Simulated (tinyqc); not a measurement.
Worked calculation (part 1 of 2): RKS/PBE in the 3-21g basis, for H3-, spin multiplicity 1. The basis has no diffuse functions, so it cannot describe the extra electron: this is an exercise in the method, not the real anion. Computed by tinyqc, a small Python program that keeps every step (integrals from PySCF). Settings: charge = -1, multiplicity = 1, basis = 3-21g, energy threshold = 1e-09, iteration cap = 61, orthogonalisation = canonical, start = random, DIIS depth = 0, damping = 0.5, method = RKS, functional = pbe,pbe, grid = [15, 50]. Command: `OMP_NUM_THREADS=1 python tinyqc.py 24476 24477 out.jsonl` (the two numbers bound the seeds that draw the settings). One thread of a shared host (Intel(R) Xeon(R) Processor @ 2.60GHz), about 2 s of CPU time with the checks. Later iterations appear only in the table of the cycle.

## One-electron integrals

Geometry (angstrom):

| atom | x | y | z |
|---|---|---|---|
| H | 0.00000 | 0.00000 | 0.00000 |
| H | 0.00000 | 0.00000 | 1.28200 |
| H | 0.00000 | 1.22100 | 0.64100 |

Basis 3-21g: exponents (1/bohr^2) and contraction coefficients of normalised primitives:

| element | l (shell) | exponent | coefficient |
|---|---|---|---|
| H | s (1) | 5.44718 | 0.15628 |
| H | s (1) | 0.82455 | 0.90469 |
| H | s (2) | 0.18319 | 1.00000 |

Overlap, kinetic and nuclear-attraction integrals over the contracted functions; the nuclear repulsion is the sum of Za Zb / Rab.

nuclear repulsion = 1.1802380 hartree

overlap S:
```
         1H 1s    1H 2s    2H 1s    2H 2s    3H 1s    3H 2s
1H 1s  1.00000  0.64590  0.07515  0.26595  0.05099  0.23137
1H 2s  0.64590  1.00000  0.26595  0.58416  0.23137  0.53685
2H 1s  0.07515  0.26595  1.00000  0.64590  0.05099  0.23137
2H 2s  0.26595  0.58416  0.64590  1.00000  0.23137  0.53685
3H 1s  0.05099  0.23137  0.05099  0.23137  1.00000  0.64590
3H 2s  0.23137  0.53685  0.23137  0.53685  0.64590  1.00000
```

kinetic energy T (hartree):
```
          1H 1s    1H 2s     2H 1s    2H 2s     3H 1s    3H 2s
1H 1s   1.54940  0.29315  -0.06430  0.04918  -0.05920  0.03304
1H 2s   0.29315  0.27479   0.04918  0.10299   0.03304  0.08634
2H 1s  -0.06430  0.04918   1.54940  0.29315  -0.05920  0.03304
2H 2s   0.04918  0.10299   0.29315  0.27479   0.03304  0.08634
3H 1s  -0.05920  0.03304  -0.05920  0.03304   1.54940  0.29315
3H 2s   0.03304  0.08634   0.03304  0.08634   0.29315  0.27479
```

nuclear attraction V (hartree):
```
          1H 1s     1H 2s     2H 1s     2H 2s     3H 1s     3H 2s
1H 1s  -2.51742  -1.29693  -0.15594  -0.54285  -0.10196  -0.46967
1H 2s  -1.29693  -1.45392  -0.54285  -0.91632  -0.46415  -0.83903
2H 1s  -0.15594  -0.54285  -2.51742  -1.29693  -0.10196  -0.46967
2H 2s  -0.54285  -0.91632  -1.29693  -1.45392  -0.46415  -0.83903
3H 1s  -0.10196  -0.46415  -0.10196  -0.46415  -2.48838  -1.27826
3H 2s  -0.46967  -0.83903  -0.46967  -0.83903  -1.27826  -1.43075
```

core Hamiltonian H = T + V (hartree):
```
          1H 1s     1H 2s     2H 1s     2H 2s     3H 1s     3H 2s
1H 1s  -0.96802  -1.00378  -0.22024  -0.49366  -0.16116  -0.43662
1H 2s  -1.00378  -1.17914  -0.49366  -0.81333  -0.43111  -0.75268
2H 1s  -0.22024  -0.49366  -0.96802  -1.00378  -0.16116  -0.43662
2H 2s  -0.49366  -0.81333  -1.00378  -1.17914  -0.43111  -0.75268
3H 1s  -0.16116  -0.43111  -0.16116  -0.43111  -0.93898  -0.98511
3H 2s  -0.43662  -0.75268  -0.43662  -0.75268  -0.98511  -1.15596
```

## Two-electron integrals

Functions are numbered as in S; the eight-fold symmetry (ij|kl) = (ji|kl) = (kl|ij) leaves the list below.

Two-electron integrals (ij|kl) in chemists' order, unique and non-zero (hartree):
```
(11|11) 1.14014   (21|11) 0.61140   (21|21) 0.34515   (22|11) 0.62637
(22|21) 0.38033   (22|22) 0.48296   (31|11) 0.05581   (31|21) 0.03341
(31|22) 0.04045   (31|31) 0.00576   (32|11) 0.13026   (32|21) 0.08236
(32|22) 0.11425   (32|31) 0.01590   (32|32) 0.05802   (33|11) 0.41225
(33|21) 0.26515   (33|22) 0.38902   (33|31) 0.05581   (33|32) 0.24089
(33|33) 1.14014   (41|11) 0.24089   (41|21) 0.13735   (41|22) 0.15390
(41|31) 0.01590   (41|32) 0.03997   (41|33) 0.13026   (41|41) 0.05802
(42|11) 0.31740   (42|21) 0.19576   (42|22) 0.25876   (42|31) 0.02711
(42|32) 0.08640   (42|33) 0.31740   (42|41) 0.08640   (42|42) 0.16480
(43|11) 0.26515   (43|21) 0.16985   (43|22) 0.24684   (43|31) 0.03341
(43|32) 0.13735   (43|33) 0.61140   (43|41) 0.08236   (43|42) 0.19576
(43|43) 0.34515   (44|11) 0.38902   (44|21) 0.24684   (44|22) 0.35394
(44|31) 0.04045   (44|32) 0.15390   (44|33) 0.62637   (44|41) 0.11425
(44|42) 0.25876   (44|43) 0.38033   (44|44) 0.48296   (51|11) 0.03609
(51|21) 0.02182   (51|22) 0.02690   (51|31) 0.00266   (51|32) 0.00717
(51|33) 0.02353   (51|41) 0.00945   (51|42) 0.01570   (51|43) 0.01504
(51|44) 0.02141   (51|51) 0.00265   (52|11) 0.10625   (52|21) 0.06754
(52|22) 0.09539   (52|31) 0.00878   (52|32) 0.02777   (52|33) 0.09670
(52|41) 0.02959   (52|42) 0.05936   (52|43) 0.06187   (52|44) 0.08951
(52|51) 0.00920   (52|52) 0.04386   (53|11) 0.02353   (53|21) 0.01504
(53|22) 0.02141   (53|31) 0.00266   (53|32) 0.00945   (53|33) 0.03609
(53|41) 0.00717   (53|42) 0.01570   (53|43) 0.02182   (53|44) 0.02690
(53|51) 0.00188   (53|52) 0.00841   (53|53) 0.00265   (54|11) 0.09670
(54|21) 0.06187   (54|22) 0.08951   (54|31) 0.00878   (54|32) 0.02959
(54|33) 0.10625   (54|41) 0.02777   (54|42) 0.05936   (54|43) 0.06754
(54|44) 0.09539   (54|51) 0.00841   (54|52) 0.04257   (54|53) 0.00920
(54|54) 0.04386   (55|11) 0.38352   (55|21) 0.24714   (55|22) 0.36795
(55|31) 0.03242   (55|32) 0.10848   (55|33) 0.38352   (55|41) 0.10848
(55|42) 0.23533   (55|43) 0.24714   (55|44) 0.36795   (55|51) 0.03609
(55|52) 0.20815   (55|53) 0.03609   (55|54) 0.20815   (55|55) 1.14014
(61|11) 0.20815   (61|21) 0.11886   (61|22) 0.13353   (61|31) 0.01255
(61|32) 0.03146   (61|33) 0.10189   (61|41) 0.04874   (61|42) 0.07180
(61|43) 0.06499   (61|44) 0.09283   (61|51) 0.00920   (61|52) 0.02890
(61|53) 0.00634   (61|54) 0.02636   (61|55) 0.10625   (61|61) 0.04386
(62|11) 0.28570   (62|21) 0.17659   (62|22) 0.23473   (62|31) 0.02126
(62|32) 0.06447   (62|33) 0.22661   (62|41) 0.07460   (62|42) 0.13712
(62|43) 0.14297   (62|44) 0.20138   (62|51) 0.01690   (62|52) 0.06849
(62|53) 0.01472   (62|54) 0.06560   (62|55) 0.28570   (62|61) 0.06849
(62|62) 0.13919   (63|11) 0.10189   (63|21) 0.06499   (63|22) 0.09283
(63|31) 0.01255   (63|32) 0.04874   (63|33) 0.20815   (63|41) 0.03146
(63|42) 0.07180   (63|43) 0.11886   (63|44) 0.13353   (63|51) 0.00634
(63|52) 0.02636   (63|53) 0.00920   (63|54) 0.02890   (63|55) 0.10625
(63|61) 0.02563   (63|62) 0.05662   (63|63) 0.04386   (64|11) 0.22661
(64|21) 0.14297   (64|22) 0.20138   (64|31) 0.02126   (64|32) 0.07460
(64|33) 0.28570   (64|41) 0.06447   (64|42) 0.13712   (64|43) 0.17659
(64|44) 0.23473   (64|51) 0.01472   (64|52) 0.06560   (64|53) 0.01690
(64|54) 0.06849   (64|55) 0.28570   (64|61) 0.05662   (64|62) 0.12766
(64|63) 0.06849   (64|64) 0.13919   (65|11) 0.24714   (65|21) 0.15879
(65|22) 0.23427   (65|31) 0.02080   (65|32) 0.06950   (65|33) 0.24714
(65|41) 0.06950   (65|42) 0.14898   (65|43) 0.15879   (65|44) 0.23427
(65|51) 0.02182   (65|52) 0.11886   (65|53) 0.02182   (65|54) 0.11886
(65|55) 0.61140   (65|61) 0.06754   (65|62) 0.17659   (65|63) 0.06754
(65|64) 0.17659   (65|65) 0.34515   (66|11) 0.36795   (66|21) 0.23427
(66|22) 0.33972   (66|31) 0.03013   (66|32) 0.10112   (66|33) 0.36795
(66|41) 0.10112   (66|42) 0.21202   (66|43) 0.23427   (66|44) 0.33972
(66|51) 0.02690   (66|52) 0.13353   (66|53) 0.02690   (66|54) 0.13353
(66|55) 0.62637   (66|61) 0.09539   (66|62) 0.23473   (66|63) 0.09539
(66|64) 0.23473   (66|65) 0.38033   (66|66) 0.48296
```

## Orthogonalisation

S = U s U^T; canonical form X = U s^(-1/2), so that X^T S X = 1. Each column of U has its largest component positive (the first on a tie).

eigenvalues of S: 0.21304  0.22936  0.37703  1.12766  1.20595  2.84696

X:
```
              1         2         3         4         5        6
1H 1s  -0.72141   0.44038   0.78364   0.58743  -0.31599  0.19073
1H 2s   1.35151  -0.73448  -0.51201   0.31356  -0.17897  0.28962
2H 1s   0.72141   0.44038   0.78364  -0.58743  -0.31599  0.19073
2H 2s  -1.35151  -0.73448  -0.51201  -0.31356  -0.17897  0.28962
3H 1s   0.00000  -0.85139   0.79251   0.00000   0.64640  0.18079
3H 2s   0.00000   1.47248  -0.52130   0.00000   0.38422  0.27937
```

## Starting guess

The start is random orthonormal orbitals; D = 2 C_occ C_occ^T.

D at the start:
```
          1H 1s     1H 2s     2H 1s     2H 2s     3H 1s     3H 2s
1H 1s   0.95982   0.78241   0.57783  -0.85661   0.41547  -0.53686
1H 2s   0.78241   0.77713  -0.03405  -0.26474   0.00537  -0.24984
2H 1s   0.57783  -0.03405   2.17860  -2.08714   1.45825  -1.00386
2H 2s  -0.85661  -0.26474  -2.08714   2.11338  -1.40781   1.06339
3H 1s   0.41547   0.00537   1.45825  -1.40781   0.97710  -0.68156
3H 2s  -0.53686  -0.24984  -1.00386   1.06339  -0.68156   0.55335
```

## Iteration 1: exchange-correlation on the grid

Becke grid with 15 radial and 50 angular points per atom, points of zero weight dropped. rho = sum D_ij phi_i phi_j; V_xc,ij = sum w v_xc phi_i phi_j plus the gradient terms; v_xc is d(rho eps)/d rho at fixed gradient.

The 16 grid points with the largest w rho, of 2242 (bohr, atomic units):

| x | y | z | w | rho | \|grad rho\|^2 | eps_xc | v_xc |
|---|---|---|---|---|---|---|---|
| 0.00000 | 1.60016 | 4.02279 | 0.86145 | 0.01728 | 0.00033 | -0.23446 | -0.29539 |
| -1.30652 | 1.30652 | 3.72915 | 0.84299 | 0.01633 | 0.00030 | -0.23070 | -0.28986 |
| 1.30652 | 1.30652 | 3.72915 | 0.84299 | 0.01633 | 0.00030 | -0.23070 | -0.28986 |
| 0.00000 | -0.82663 | -0.82663 | 0.16296 | 0.08238 | 0.04372 | -0.39216 | -0.44989 |
| -0.82663 | 0.00000 | -0.82663 | 0.16296 | 0.07938 | 0.04147 | -0.38873 | -0.44348 |
| 0.82663 | 0.00000 | -0.82663 | 0.16296 | 0.07938 | 0.04147 | -0.38873 | -0.44348 |
| -2.04693 | 0.68231 | 3.10494 | 0.86252 | 0.01460 | 0.00025 | -0.22333 | -0.27943 |
| 2.04693 | 0.68231 | 3.10494 | 0.86252 | 0.01460 | 0.00025 | -0.22333 | -0.27943 |
| -0.82663 | -0.82663 | 0.00000 | 0.16272 | 0.07600 | 0.03769 | -0.38390 | -0.43712 |
| 0.82663 | -0.82663 | 0.00000 | 0.16272 | 0.07600 | 0.03769 | -0.38390 | -0.43712 |
| -0.67494 | -0.67494 | -0.67494 | 0.15227 | 0.08085 | 0.04240 | -0.39032 | -0.44675 |
| 0.67494 | -0.67494 | -0.67494 | 0.15227 | 0.08085 | 0.04240 | -0.39032 | -0.44675 |
| 0.35248 | -0.35248 | -1.05743 | 0.14562 | 0.08250 | 0.04391 | -0.39235 | -0.45007 |
| -0.35248 | -0.35248 | -1.05743 | 0.14562 | 0.08250 | 0.04391 | -0.39235 | -0.45007 |
| 0.00000 | 0.82663 | -0.82663 | 0.16151 | 0.07416 | 0.03849 | -0.38323 | -0.43125 |
| -1.60016 | 0.00000 | 4.02279 | 1.00927 | 0.01182 | 0.00016 | -0.20989 | -0.26121 |

electrons on the grid, sum of w rho = 4.00057

E_xc = sum of w rho eps_xc = -1.5413918 hartree

V_xc (hartree):
```
          1H 1s     1H 2s     2H 1s     2H 2s     3H 1s     3H 2s
1H 1s  -0.68094  -0.35162  -0.03088  -0.13578  -0.01882  -0.11668
1H 2s  -0.35162  -0.34109  -0.09917  -0.18903  -0.07405  -0.16432
2H 1s  -0.03088  -0.09917  -0.51894  -0.24219  -0.01380  -0.08249
2H 2s  -0.13578  -0.18903  -0.24219  -0.28561  -0.07225  -0.15460
3H 1s  -0.01882  -0.07405  -0.01380  -0.07225  -0.42838  -0.20713
3H 2s  -0.11668  -0.16432  -0.08249  -0.15460  -0.20713  -0.25027
```

## Iteration 1: building the Kohn-Sham matrix

J_ij = sum D_kl (ij|kl); F = H + J + V_xc; E = tr D H + tr D J / 2 + E_xc + E_nn.

Coulomb J (hartree):
```
         1H 1s    1H 2s    2H 1s    2H 2s    3H 1s    3H 2s
1H 1s  2.60624  1.50781  0.17013  0.62013  0.10627  0.53167
1H 2s  1.50781  1.81829  0.53216  1.06179  0.39886  0.93128
2H 1s  0.17013  0.53216  2.06055  1.22862  0.09618  0.44776
2H 2s  0.62013  1.06179  1.22862  1.62353  0.39202  0.88721
3H 1s  0.10627  0.39886  0.09618  0.39202  1.65805  1.02473
3H 2s  0.53167  0.93128  0.44776  0.88721  1.02473  1.44293
```

Kohn-Sham matrix F (hartree):
```
          1H 1s     1H 2s     2H 1s     2H 2s     3H 1s     3H 2s
1H 1s   0.95729   0.15241  -0.08099  -0.00931  -0.07370  -0.02163
1H 2s   0.15241   0.29807  -0.06068   0.05943  -0.10630   0.01428
2H 1s  -0.08099  -0.06068   0.57359  -0.01734  -0.07878  -0.07135
2H 2s  -0.00931   0.05943  -0.01734   0.15878  -0.11134  -0.02007
3H 1s  -0.07370  -0.10630  -0.07878  -0.11134   0.29069  -0.16750
3H 2s  -0.02163   0.01428  -0.07135  -0.02007  -0.16750   0.03670
```

total energy of this density = 1.3010907 hartree

This density is the starting one.

## Iteration 1: diagonalisation and new density

Diagonalise F' = X^T F X, C = X C', fill 2 alpha and 2 beta electrons from the bottom; D = 2 C_occ C_occ^T; the new density keeps 0.5 of the old one (damping). Each column has its largest component positive (the first on a tie).

F' = X^T F X (hartree):
```
          1         2         3         4         5         6
1   1.09852  -0.05967  -0.10927  -0.45775   0.03786  -0.01044
2  -0.05967   0.97830   0.13920   0.04311  -0.33227   0.01365
3  -0.10927   0.13920   1.33042   0.09963  -0.11668   0.05878
4  -0.45775   0.04311   0.09963   0.69293  -0.09571   0.11233
5   0.03786  -0.33227  -0.11668  -0.09571   0.34218  -0.16725
6  -0.01044   0.01365   0.05878   0.11233  -0.16725   0.05657
```

orbital energies (hartree): MO1 -0.04605, MO2 0.23535, MO3 0.44592, MO4 1.02365, MO5 1.23649, MO6 1.60358

coefficients C:
```
            MO1       MO2       MO3       MO4       MO5       MO6
1H 1s   0.04301   0.03815   0.09470   0.04748  -0.05070   1.33891
1H 2s  -0.02665   0.07210   1.21461  -0.21429   0.25466  -1.11825
2H 1s   0.10374   0.22486  -0.02630   0.14292   1.31080   0.09551
2H 2s   0.15303   0.91710  -0.58719  -0.36220  -1.22060   0.10998
3H 1s   0.33206  -0.16130  -0.02238  -1.27259   0.19028   0.10486
3H 2s   0.63854  -0.61420  -0.28859   1.33669   0.02714   0.09935
```

D after iteration 1:
```
          1H 1s     1H 2s     2H 1s     2H 2s     3H 1s     3H 2s
1H 1s   0.48322   0.39281   0.30195  -0.38674   0.21586  -0.26440
1H 2s   0.39281   0.39448  -0.00358  -0.07032  -0.01779  -0.18622
2H 1s   0.30195  -0.00358   1.15063  -0.82147   0.72730  -0.57380
2H 2s  -0.38674  -0.07032  -0.82147   1.92118  -0.80102   0.06614
3H 1s   0.21586  -0.01779   0.72730  -0.80102   0.62483  -0.02968
3H 2s  -0.26440  -0.18622  -0.57380   0.06614  -0.02968   1.06165
```

## Iteration 2: exchange-correlation on the grid

As before.

The 16 grid points with the largest w rho, of 2242 (bohr, atomic units):

| x | y | z | w | rho | \|grad rho\|^2 | eps_xc | v_xc |
|---|---|---|---|---|---|---|---|
| 1.60016 | 0.00000 | 4.02279 | 1.00927 | 0.01081 | 0.00023 | -0.20846 | -0.24562 |
| -1.60016 | 0.00000 | 4.02279 | 1.00927 | 0.01081 | 0.00023 | -0.20846 | -0.24562 |
| 0.00000 | -1.60016 | 4.02279 | 1.00992 | 0.01070 | 0.00023 | -0.20807 | -0.24444 |
| 0.00000 | 1.60016 | 4.02279 | 0.86145 | 0.01251 | 0.00026 | -0.21568 | -0.26094 |
| -1.60016 | -1.60016 | 2.42263 | 0.98311 | 0.01071 | 0.00023 | -0.20808 | -0.24471 |
| 1.60016 | -1.60016 | 2.42263 | 0.98311 | 0.01071 | 0.00023 | -0.20808 | -0.24471 |
| -1.30652 | 1.30652 | 3.72915 | 0.84299 | 0.01210 | 0.00025 | -0.21394 | -0.25742 |
| 1.30652 | 1.30652 | 3.72915 | 0.84299 | 0.01210 | 0.00025 | -0.21394 | -0.25742 |
| 1.30652 | -1.30652 | 3.72915 | 0.94364 | 0.01069 | 0.00023 | -0.20800 | -0.24447 |
| -1.30652 | -1.30652 | 3.72915 | 0.94364 | 0.01069 | 0.00023 | -0.20800 | -0.24447 |
| 2.04693 | 0.68231 | 3.10494 | 0.86252 | 0.01146 | 0.00024 | -0.21117 | -0.25180 |
| -2.04693 | 0.68231 | 3.10494 | 0.86252 | 0.01146 | 0.00024 | -0.21117 | -0.25180 |
| 0.68231 | 0.68231 | 4.46956 | 0.89764 | 0.01097 | 0.00023 | -0.20922 | -0.24711 |
| -0.68231 | 0.68231 | 4.46956 | 0.89764 | 0.01097 | 0.00023 | -0.20922 | -0.24711 |
| -0.68231 | -0.68231 | 4.46956 | 0.90248 | 0.01073 | 0.00023 | -0.20820 | -0.24479 |
| 0.68231 | -0.68231 | 4.46956 | 0.90248 | 0.01073 | 0.00023 | -0.20820 | -0.24479 |

electrons on the grid, sum of w rho = 4.00029

E_xc = sum of w rho eps_xc = -1.3009551 hartree

V_xc (hartree):
```
          1H 1s     1H 2s     2H 1s     2H 2s     3H 1s     3H 2s
1H 1s  -0.57092  -0.30015  -0.03241  -0.12124  -0.02057  -0.10387
1H 2s  -0.30015  -0.31561  -0.11765  -0.20051  -0.09937  -0.17909
2H 1s  -0.03241  -0.11765  -0.56167  -0.29158  -0.01976  -0.10046
2H 2s  -0.12124  -0.20051  -0.29158  -0.33381  -0.09908  -0.18336
3H 1s  -0.02057  -0.09937  -0.01976  -0.09908  -0.54440  -0.28729
3H 2s  -0.10387  -0.17909  -0.10046  -0.18336  -0.28729  -0.31938
```

## Iteration 2: building the Kohn-Sham matrix

As before.

Coulomb J (hartree):
```
         1H 1s    1H 2s    2H 1s    2H 2s    3H 1s    3H 2s
1H 1s  2.06953  1.24192  0.15897  0.53021  0.10413  0.45795
1H 2s  1.24192  1.61690  0.53878  1.01809  0.44631  0.91975
2H 1s  0.15897  0.53878  2.12355  1.27488  0.10505  0.46709
2H 2s  0.53021  1.01809  1.27488  1.66654  0.44796  0.93243
3H 1s  0.10413  0.44631  0.10505  0.44796  1.99015  1.20368
3H 2s  0.45795  0.91975  0.46709  0.93243  1.20368  1.59374
```

Kohn-Sham matrix F (hartree):
```
          1H 1s     1H 2s     2H 1s     2H 2s     3H 1s     3H 2s
1H 1s   0.53060  -0.06201  -0.09367  -0.08469  -0.07760  -0.08254
1H 2s  -0.06201   0.12216  -0.07253   0.00426  -0.08417  -0.01202
2H 1s  -0.09367  -0.07253   0.59387  -0.02048  -0.07587  -0.07000
2H 2s  -0.08469   0.00426  -0.02048   0.15360  -0.08222  -0.00361
3H 1s  -0.07760  -0.08417  -0.07587  -0.08222   0.50677  -0.06872
3H 2s  -0.08254  -0.01202  -0.07000  -0.00361  -0.06872   0.11840
```

total energy of this density = -0.1292611 hartree

This density is a damped mixture and is not idempotent.

## Iteration 2: diagonalisation and new density

As before.

F' = X^T F X (hartree):
```
          1         2         3         4         5         6
1   1.02509   0.00315   0.00668  -0.40024  -0.00299  -0.00085
2   0.00315   1.02948   0.01677  -0.00335  -0.36226   0.00077
3   0.00668   0.01677   1.31032  -0.01122  -0.00312   0.03219
4  -0.40024  -0.00335  -0.01122   0.50648   0.01717  -0.02392
5  -0.00299  -0.36226  -0.00312   0.01717   0.41104  -0.02094
6  -0.00085   0.00077   0.03219  -0.02392  -0.02094   0.00352
```

orbital energies (hartree): MO1 -0.00029, MO2 0.24165, MO3 0.29389, MO4 1.19327, MO5 1.24164, MO6 1.31577

coefficients C:
```
           MO1       MO2       MO3       MO4       MO5       MO6
1H 1s  0.17868  -0.16549  -0.12958   0.55168  -0.97634   0.68997
1H 2s  0.32667  -0.70011  -0.73278  -0.66821   1.04574  -0.41050
2H 1s  0.14039  -0.05945   0.19485   0.29642   0.80685   1.00483
2H 2s  0.21396  -0.22955   1.04490  -0.36345  -0.97837  -0.75022
3H 1s  0.18484   0.21087  -0.04185  -1.12448  -0.27147   0.62043
3H 2s  0.35250   0.91553  -0.23236   1.22223   0.22722  -0.32204
```

D after iteration 2:
```
          1H 1s     1H 2s     2H 1s     2H 2s     3H 1s     3H 2s
1H 1s   0.30092   0.37064   0.18590  -0.11715   0.10606  -0.22073
1H 2s   0.37064   0.79411   0.08570   0.19544  -0.09615  -0.61893
2H 1s   0.18590   0.08570   0.59856  -0.36705   0.37706  -0.29184
2H 2s  -0.11715   0.19544  -0.36705   1.05906  -0.40936  -0.10167
3H 1s   0.10606  -0.09615   0.37706  -0.40936   0.39104   0.24337
3H 2s  -0.22073  -0.61893  -0.29184  -0.10167   0.24337   1.49327
```
